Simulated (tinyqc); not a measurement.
# Transit time and capacitance from two cut-off frequencies

Question. 1/(2 pi fT) = tauF + Vt C/JC, C the sum of the junction capacitances per area. Find C, tauF and the limit of fT at high current.

Inputs (values chosen for the exercise): temperature T = 300 K.

Constants: q = 1.602176634e-19 C, kB = 1.380649e-23 J/K, Vt = kB T/q. Results are converted to the units shown.

JC (mA/um^2): 0.034  0.5
fT (GHz): 34.607176  57.007080

Solution. The delay is a straight line in 1/JC with slope Vt C and intercept tauF.

C = 2.550 fF/um^2
tauF = 2.660 ps
limit of fT = 59.83 GHz

Numbers from tinyqc (`OMP_NUM_THREADS=1 python tinyqc.py 2320001 2320002 out.jsonl`; about 0.01 s on one thread of a shared Intel Xeon 2.30GHz).
